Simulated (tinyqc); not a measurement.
Worked calculation: Pariser-Parr-Pople SCF with singles CI, for the molecule NC1=CC=C2C=CC=C12 (SMILES; centres numbered as the heavy atoms are written). One step of it, computed by the program tinyqc.

Problem. Iteration 2: Fock matrix. F_rr = H_rr + P_rr gamma_rr / 2 + sum_(s != r) P_ss gamma_rs; F_rs = H_rs - P_rs gamma_rs / 2; E = tr P (H + F) / 2 + core repulsion sum_(r<s) z_r z_s gamma_rs.

P after iteration 1:
```
           1N         2C         3C         4C         5C         6C         7C         8C
1N   1.253040   0.715600  -0.057182  -0.310607  -0.033107   0.307282   0.049544  -0.331357
2C   0.715600   0.998469   0.463039   0.008082  -0.077503  -0.164004  -0.065736   0.130378
3C  -0.057182   0.463039   1.211102   0.762238  -0.191596  -0.148672   0.154662   0.062427
4C  -0.310607   0.008082   0.762238   0.918374   0.480024   0.137359  -0.065162  -0.161664
5C  -0.033107  -0.077503  -0.191596   0.480024   1.167398   0.568242  -0.188582  -0.208524
6C   0.307282  -0.164004  -0.148672   0.137359   0.568242   1.028703   0.650856  -0.076922
7C   0.049544  -0.065736   0.154662  -0.065162  -0.188582   0.650856   1.151316   0.659172
8C  -0.331357   0.130378   0.062427  -0.161664  -0.208524  -0.076922   0.659172   1.063557
9C  -0.080231   0.431775  -0.235038  -0.054974   0.540310  -0.191836  -0.213425   0.565394

           9C
1N  -0.080231
2C   0.431775
3C  -0.235038
4C  -0.054974
5C   0.540310
6C  -0.191836
7C  -0.213425
8C   0.565394
9C   1.208041
```

core matrix H (eV):
```
            1N          2C          3C          4C          5C          6C          7C          8C
1N  -60.173957   -2.440000    0.000000    0.000000    0.000000    0.000000    0.000000    0.000000
2C   -2.440000  -65.340343   -2.600000    0.000000    0.000000    0.000000    0.000000    0.000000
3C    0.000000   -2.600000  -57.829257   -2.600000    0.000000    0.000000    0.000000    0.000000
4C    0.000000    0.000000   -2.600000  -56.643981   -2.600000    0.000000    0.000000    0.000000
5C    0.000000    0.000000    0.000000   -2.600000  -62.614746   -2.600000    0.000000    0.000000
6C    0.000000    0.000000    0.000000    0.000000   -2.600000  -54.930354   -2.600000    0.000000
7C    0.000000    0.000000    0.000000    0.000000    0.000000   -2.600000  -53.287489   -2.600000
8C    0.000000    0.000000    0.000000    0.000000    0.000000    0.000000   -2.600000  -57.164876
9C    0.000000   -2.600000    0.000000    0.000000   -2.600000    0.000000    0.000000   -2.600000

            9C
1N    0.000000
2C   -2.600000
3C    0.000000
4C    0.000000
5C   -2.600000
6C    0.000000
7C    0.000000
8C   -2.600000
9C  -65.594920
```

repulsion gamma_rs (eV):
```
           1N         2C         3C         4C         5C         6C         7C         8C
1N  16.150000   8.164621   5.301689   3.811666   3.811675   2.959626   3.030805   4.072113
2C   8.164621  10.670000   7.403710   5.460821   5.460847   3.841760   3.686757   4.823847
3C   5.301689   7.403710  10.670000   7.406166   5.462275   3.686757   3.189375   3.687198
4C   3.811666   5.460821   7.406166  10.670000   7.407616   4.823847   3.687198   3.843444
5C   3.811675   5.460847   5.462275   7.407616  10.670000   7.403359   5.460398   5.461558
6C   2.959626   3.841760   3.686757   4.823847   7.403359  10.670000   7.403710   5.460821
7C   3.030805   3.686757   3.189375   3.687198   5.460398   7.403710  10.670000   7.406166
8C   4.072113   4.823847   3.687198   3.843444   5.461558   5.460821   7.406166  10.670000
9C   5.301762   7.403359   5.460398   5.461558   7.405343   5.460847   5.462275   7.407616

           9C
1N   5.301762
2C   7.403359
3C   5.460398
4C   5.461558
5C   7.405343
6C   5.460847
7C   5.462275
8C   7.407616
9C  10.670000
```

Centres (angstrom, eV; a flat drawing with bonds scaled to 1.40 angstrom):

| centre | x | y | core charge z | W | gamma_rr |
|---|---|---|---|---|---|
| 1N | -2.291000 | 1.416000 | 2 | 23.720000 | 16.150000 |
| 2C | -1.379000 | 0.355000 | 1 | 10.930000 | 10.670000 |
| 3C | -1.701000 | -1.008000 | 1 | 10.930000 | 10.670000 |
| 4C | -0.505000 | -1.735000 | 1 | 10.930000 | 10.670000 |
| 5C | 0.556000 | -0.823000 | 1 | 10.930000 | 10.670000 |
| 6C | 1.952000 | -0.709000 | 1 | 10.930000 | 10.670000 |
| 7C | 2.274000 | 0.654000 | 1 | 10.930000 | 10.670000 |
| 8C | 1.078000 | 1.381000 | 1 | 10.930000 | 10.670000 |
| 9C | 0.017000 | 0.469000 | 1 | 10.930000 | 10.670000 |

Give: F; pi energy.

Solution.

F (eV):
```
          1N       2C       3C       4C       5C       6C       7C       8C
1N  -10.2627  -5.3613   0.1516   0.5920   0.0631  -0.4547  -0.0751   0.6747
2C   -5.3613  -7.1556  -4.3141  -0.0221   0.2116   0.3150   0.1212  -0.3145
3C    0.1516  -4.3141  -6.1717  -5.4226   0.5233   0.2741  -0.2466  -0.1151
4C    0.5920  -0.0221  -5.4226  -4.0056  -4.3779  -0.3313   0.1201   0.3107
5C    0.0631   0.2116   0.5233  -4.3779  -4.0825  -4.7035   0.5149   0.5694
6C   -0.4547   0.3150   0.2741  -0.3313  -4.7035  -3.4312  -5.0094   0.2100
7C   -0.0751   0.1212  -0.2466   0.1201   0.5149  -5.0094  -3.9513  -5.0410
8C    0.6747  -0.3145  -0.1151   0.3107   0.5694   0.2100  -5.0410  -4.1076
9C    0.2127  -4.1983   0.6417   0.1501  -4.6006   0.5238   0.5829  -4.6941

         9C
1N   0.2127
2C  -4.1983
3C   0.6417
4C   0.1501
5C  -4.6006
6C   0.5238
7C   0.5829
8C  -4.6941
9C  -5.0560
```

pi energy = -139.5882 eV
